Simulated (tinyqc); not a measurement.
# Resistance of a tapered via with liner, size effect and interface: effects of single changes

A round via whose diameter grows from db at the bottom as D(z) = db + 2 z/tan(ang). The fill, of diameter D - 2 tl, starts above the bottom liner (thickness fb tl) and has rho = rho0 (1 + ks lam/(D - 2 tl)); the sidewall liner conducts in parallel with it. The bottom liner and the interface are crossed over the full area pi db^2/4. Spreading in the lines above and below is left out.

Parameters, values chosen for the exercise; fill metal close to tungsten:
```
symbol    value      unit                                                meaning
db          8.3        nm                                 diameter at the bottom
hv           31        nm                                                 height
ang          89   degrees                                         sidewall angle
rho0       5.17   uohm cm                           bulk resistivity of the fill
lam        15.5        nm                             mean free path of the fill
ks          1.2                                               size-effect factor
tl          1.7        nm                                  liner on the sidewall
fb          0.7                    liner at the bottom over that on the sidewall
rl          190   uohm cm                               resistivity of the liner
ri      5.1e-13  ohm cm^2                    interface resistivity at the bottom
Sb       9.1e14     S/m^2   ballistic conductance per area, about 3/(4 rho0 lam)
rho2       6.15   uohm cm  bulk resistivity of the second fill (close to cobalt)
lam2         12        nm                                     its mean free path
tl2         1.2        nm                                              its liner
```

Each table varies one quantity; the others keep the values above.

## Via resistance against the diameter at the bottom

Slices between z0 = fb tl and hv, evaluated at their midpoints: conductance per length pi/4 [(D - 2 tl)^2/rho + (D^2 - (D - 2 tl)^2)/rl], slice resistance = slice height over that. 2000 slices. R_fill = sum of the slices; R_bottom = rl fb tl/(pi db^2/4); R_interface = ri/(pi db^2/4); ballistic (Sharvin) limit 1/(Sb pi (db - 2 tl)^2/4); ideal cylinder rho0 hv/(pi db^2/4).

Via resistance against the diameter at the bottom:
columns A: db (nm); B: R_fill (ohm); C: R_bottom (ohm); D: R_interface (ohm); E: R (ohm); F: ballistic limit (ohm); G: R over ideal cylinder; H: largest part
```
A          B        C         D        E        F       G             H
6     852.83   79.967    1.8038   934.60   206.98  16.488          fill
8.3   245.30   41.788   0.94259   288.03   58.274  9.7238          fill
11    89.163   23.792   0.53665   113.49   24.224  6.7295          fill
16    26.388   11.245   0.25365   37.887   8.8131  4.7530          fill
22    10.329   5.9479   0.13416   16.411   4.0443  3.8924          fill
30    4.4294   3.1987  0.072150   7.7002   1.9774  3.3961          fill
42    1.8740   1.6320  0.036811   3.5428  0.93906  3.0625          fill
58   0.85846  0.85577  0.019303   1.7335  0.46934  2.8578          fill
80   0.40780  0.44981  0.010146  0.86776  0.23846  2.7216  bottom liner
```

R falls from 935 to 0.868 ohm. The fill is the largest part at db = 6, the bottom liner from 80 on. R goes as db^(-3.63) between the first two rows and db^(-2.15) between the last two; area alone gives -2. For db = 42, 58, 80 the ballistic limit exceeds half of R_fill, so the diffusive model understates R.

## Via resistance against the interface resistivity at the bottom

Same model as above.

2000 slices.

The same in every row: R_fill (ohm) = 245.3; R_bottom (ohm) = 41.79; ballistic limit (ohm) = 58.27.

Result of one run:
```
ri (ohm cm^2)  R_interface (ohm)  R (ohm)  R over ideal cylinder  largest part
2e-12                      3.696    290.8                  9.817          fill
```

What becomes of these results when the interface resistivity at the bottom ri is changed from 2e-12 to 3e-11 ohm cm^2, all else the same?

Result of the changed run:
```
ri (ohm cm^2)  R_interface (ohm)  R (ohm)  R over ideal cylinder  largest part
3e-11                      55.45    342.5                  11.56          fill
```

The whole series:
```
ri (ohm cm^2)  R_interface (ohm)  R (ohm)  R over ideal cylinder  largest part
2e-13                     0.3696    287.5                  9.704          fill
5e-13                     0.9241    288.0                  9.723          fill
1e-12                      1.848    288.9                  9.754          fill
2e-12                      3.696    290.8                  9.817          fill
6e-12                      11.09    298.2                  10.07          fill
1e-11                      18.48    305.6                  10.32          fill
3e-11                      55.45    342.5                  11.56          fill
```

R rises from 287 to 343 ohm. The fill is the largest part at ri = 2e-13 and in all other rows. The share of the two bottom terms goes from 14.7 to 28.4 %.

## Two fill metals against the diameter

2000 slices. R_fill = sum of the slices; R_bottom = rl fb tl/(pi db^2/4); R_interface = ri/(pi db^2/4). The second fill has rho2, lam2 and tl2 in place of rho0, lam and tl.

Results:
```
db (nm)  R, first fill (ohm)  R, second fill (ohm)  ratio second/first
6                      934.6                 571.4              0.6114
8.5                    265.2                 185.6              0.6999
12                     86.81                 67.94              0.7827
17                     32.12                 26.92              0.8379
35                     5.370                 4.773              0.8888
49                     2.511                 2.254              0.8977
70                     1.154                 1.042              0.9028
100                   0.5415                0.4903              0.9055
```

Estimate the missing row, db = 24 nm.

Computed row:
```
db (nm)  R, first fill (ohm)  R, second fill (ohm)  ratio second/first
24                     13.21                 11.49              0.8699
```

With this row back in the table: The ratio goes from 0.611 to 0.905. The second fill gives the lower R in every row.

Program tinyqc, `OMP_NUM_THREADS=1 python tinyqc.py 2750013 2750014 out.jsonl`; Intel Xeon 2.30GHz, shared host, one thread, about 0.01 s.
